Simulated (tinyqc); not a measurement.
Valence-band offset from core levels (Kraut method), with the dipole against the affinity rule: two steps of the calculation.

Binding energies are counted downwards from the Fermi level. dEv > 0 means that the valence edge of B lies below that of A, dEc > 0 that the conduction edge of B lies above that of A; dEc + dEv = EgB - EgA. The spectra are made-up values treated as data.

Values chosen for this exercise; gaps and affinities close to those of gallium arsenide (A) and zirconium oxide (B):
```
symbol,value,unit,meaning
EgA,1.42,eV,gap of the substrate A
EgB,5.71,eV,gap of the overlayer B
cA,30.31,eV,core level of bare A
cB,27.08,eV,core level of thick B
vB,3.12,eV,valence-band maximum of thick B
iA,30.09,eV,core level of A under a thin film of B
iB,26.23,eV,core level of B in that thin film
bg,53,,background counts in the gap
```

Question 1. Valence-band maximum of bare A. Fit a straight line to the leading edge by least squares; the maximum vA lies where it meets the background.

| point | binding energy (eV) | counts on the leading edge |
|---|---|---|
| 0 | 0.6 | 156 |
| 1 | 0.72 | 206 |
| 2 | 0.84 | 258 |
| 3 | 0.96 | 305 |
| 4 | 1.08 | 349 |
| 5 | 1.2 | 408 |

Give: slope; intercept; vA.

Answer 1.

slope = 413.3 counts/eV
intercept = -91.67 counts
vA = 0.3500 eV

Question 2. Offsets. dEv = (iB - iA) - (cB - vB) + (cA - vA), dEc = EgB - EgA - dEv.

vA = 0.35 eV

Find: cA - vA; cB - vB; iB - iA; dEv; dEc.

Answer 2.

cA - vA = 29.960 eV
cB - vB = 23.960 eV
iB - iA = -3.8600 eV
dEv = 2.1400 eV
dEc = 2.1500 eV

The alignment is type I (straddling). Both offsets exceed 1 eV, the usual requirement for a gate dielectric. A rigid shift of all levels, by charging or doping, cancels in the differences.

Computed by the program tinyqc: `OMP_NUM_THREADS=1 python tinyqc.py 2410163 2410164 out.jsonl`, one thread of a shared Intel Xeon 2.30GHz, about 0.01 s for the whole run.
